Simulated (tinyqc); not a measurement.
# Changing the incident fluence

Model: millisecond and nanosecond annealing: surface heating, thermal budget and solid-phase regrowth. Computed by tinyqc, a small Python program. Command: `OMP_NUM_THREADS=1 python tinyqc.py 3003510 3003511 out.jsonl flash sweep`. One thread of a shared host (Intel(R) Xeon(R) Processor @ 2.30GHz), about 0.02 s of CPU time with the checks.

A square pulse heats the surface of a thick wafer with constant thermal properties; losses by radiation are neglected and silicon melts at 1414 C.

Inputs (values chosen for the exercise, modelled on hot silicon with phosphorus):

| quantity | value | unit |
|---|---|---|
| pulse length t_p | 0.00052 | s |
| reflectance R | 0.34 | - |
| thermal conductivity k | 0.22 | W/(cm K) |
| heat capacity per volume c | 2.17 | J/(cm^3 K) |
| preheat temperature T0 | 400 | C |
| dopant prefactor D0 | 5.59 | cm^2/s |
| dopant activation energy E | 3.65 | eV |
| regrowth prefactor v0 | 3.5e+08 | cm/s |
| regrowth energy E_v | 2.71 | eV |

Source: flash lamp.

Constants: k_B = 8.617333262e-05 eV/K.

Method:
- Absorbed flux q = (1 - R) fluence/t_p; kappa = k/c. With f(z, t) = (2 q/k) sqrt(kappa t) ierfc(z/(2 sqrt(kappa t))), ierfc(x) = exp(-x^2)/sqrt(pi) - x erfc(x): T = T0 + f(z, t) during the pulse and T0 + f(z, t) - f(z, t - t_p) after it.
- At the surface the rise at the end of the pulse is 2 q sqrt(t_p/(pi k c)); the fluence that just melts the surface scales with (1414 - T0).
- Temperatures in kelvin are T(C) + 273.15.
- Integrate exp(-E/(k_B T(t))) at the surface from 0 to 10 t_p (Gauss-Legendre, 60 points in sqrt(t) up to t_p and 60 in sqrt(t - t_p) after it). (Dt) = D0 x integral with E; regrowth = v0 x integral with E_v; effective time = integral/exp(-E/(k_B T_peak)).

One run for each value:

| incident fluence (J/cm^2) | peak temperature (C) | diffusion length 2 sqrt(Dt) (nm) | possible regrowth (nm) | effective time over t_p |
|---|---|---|---|---|
| 10.3 | 886.8 | 0.00450 | 5.1601e-01 | 0.12563 |
| 11.4 | 938.8 | 0.00977 | 1.6214e+00 | 0.12355 |
| 13.7 | 1047.6 | 0.04081 | 1.3456e+01 | 0.12143 |
| 14.8 | 1099.5 | 0.07482 | 3.3052e+01 | 0.12115 |
| 15.9 | 1151.5 | 0.13141 | 7.6230e+01 | 0.12120 |
| 17.0 | 1203.5 | 0.22208 | 1.6614e+02 | 0.12152 |
| 18.1 | 1255.5 | 0.36250 | 3.4407e+02 | 0.12205 |
| 19.3 | 1312.2 | 0.59698 | 7.2239e+02 | 0.12283 |

Give the missing row, incident fluence (J/cm^2) = 12.6.

Computed row; columns: (1) incident fluence (J/cm^2); (2) peak temperature (C); (3) diffusion length 2 sqrt(Dt) (nm); (4) possible regrowth (nm); (5) effective time over t_p:
```
(1)     (2)      (3)         (4)      (5)
12.6  995.6  0.02121  5.1064e+00  0.12214
```

Interpolating between the two neighbouring rows (linearly) misses most in possible regrowth (nm), by 53 %. Over the rows, peak temperature (C) rises from 887 to 1310 (exponent d ln y / d ln x 0.56 between the first rows and 0.69 between the last); diffusion length 2 sqrt(Dt) (nm) rises from 0.00450 to 0.597 (exponent d ln y / d ln x about 7.8 throughout); possible regrowth (nm) rises from 0.516 to 722 (exponent d ln y / d ln x about 12 throughout). Regrowth rises by a factor 1400 and (Dt) by 17600: the process with the higher activation energy gains more from a hotter peak.

Caution (all rows): equilibrium diffusivities are used; implant damage enhances diffusion, and k and c vary with temperature. Caution (rows 10.3, 11.4, 12.6, 13.7, 14.8, 15.9, 17.0): a diffusion length below the atomic spacing of 0.235 nm means about one jump per atom or fewer, so the profile does not change measurably. Caution (rows 15.9, 17.0, 18.1, 19.3): the peak lies above 1150 C, and amorphous silicon melts some 200 to 250 K below the crystal, so a layer that has not regrown before the peak may melt instead.

Extremes, crossings and ranges named in words are read from the listed rows.
